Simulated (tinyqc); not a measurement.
Two-band k.p model of the Delta valleys near the X point under shear strain: one step. Position, depth and masses of the minimum. Four cases, with inputs chosen for the exercise.

Task: For |eta| < 1: k_min = k0 sqrt(1 - eta^2), E_min = -Delta eta^2/2, ml(eta) = ml/(1 - eta^2), 1/m[110] = 1/mt + eta/Mp, 1/m[1-10] = 1/mt - eta/Mp. For |eta| > 1 the minimum sits at X: E_min = -Delta (2 |eta| - 1)/2, ml(eta) = ml/(1 - 1/|eta|), and eta is replaced by its sign in the transverse masses.

Case 1.

Values chosen (out of a larger set: near those of Si; not measured data): ml = 0.934 m0 (longitudinal mass); mt = 0.201 m0 (transverse mass); Mp = 0.229 m0 (coupling mass).

k0 = 0.1662279 1/angstrom
Delta = 0.2254312 eV
eta = 0.067426

Case 2.

Values chosen (out of a larger set: near those of Si; not measured data): ml = 0.906 m0 (longitudinal mass); mt = 0.197 m0 (transverse mass); Mp = 0.226 m0 (coupling mass).

k0 = 0.1701600 1/angstrom
Delta = 0.2435227 eV
eta = -0.485786

Case 3.

Values chosen (out of a larger set: near those of Si; not measured data): ml = 0.911 m0 (longitudinal mass); mt = 0.192 m0 (transverse mass); Mp = 0.245 m0 (coupling mass).

k0 = 0.1748546 1/angstrom
Delta = 0.2557341 eV
eta = 0.551354

Case 4.

Values chosen (out of a larger set: near those of Si; not measured data): ml = 0.936 m0 (longitudinal mass); mt = 0.195 m0 (transverse mass); Mp = 0.229 m0 (coupling mass).

k0 = 0.1702227 1/angstrom
Delta = 0.2358913 eV
eta = -0.131247

Give: k_min; E_min; ml(eta); masses along [110] and [1-10].

Result:

Case 1.

k_min = 0.1658 1/angstrom
E_min = -0.51 meV
ml(eta) = 0.938 m0

masses along [110] and [1-10] (m0): [0.1898, 0.2136]

The minimum has moved 0.2 % of the way to X; electrons are lighter along [110] (-5.6 % against mt) and heavier across (+6.3 %).

Case 2.

k_min = 0.1487 1/angstrom
E_min = -28.73 meV
ml(eta) = 1.186 m0

masses along [110] and [1-10] (m0): [0.3417, 0.1384]

The minimum has moved 12.6 % of the way to X; electrons are lighter along [1-10] (-29.7 % against mt) and heavier across (+73.4 %).

Case 3.

k_min = 0.1459 1/angstrom
E_min = -38.87 meV
ml(eta) = 1.309 m0

masses along [110] and [1-10] (m0): [0.1341, 0.3381]

The minimum has moved 16.6 % of the way to X; electrons are lighter along [110] (-30.2 % against mt) and heavier across (+76.1 %).

Case 4.

k_min = 0.1688 1/angstrom
E_min = -2.03 meV
ml(eta) = 0.952 m0

masses along [110] and [1-10] (m0): [0.2195, 0.1754]

The minimum has moved 0.9 % of the way to X; electrons are lighter along [1-10] (-10.1 % against mt) and heavier across (+12.6 %).

Computed by tinyqc, one run a case: `OMP_NUM_THREADS=1 python tinyqc.py N N+1 out.jsonl` with N = 1080827, 1080863, 1080998, 1081075; one thread of a shared Intel(R) Xeon(R) Processor @ 2.30GHz, about 0.01 s a run at most.
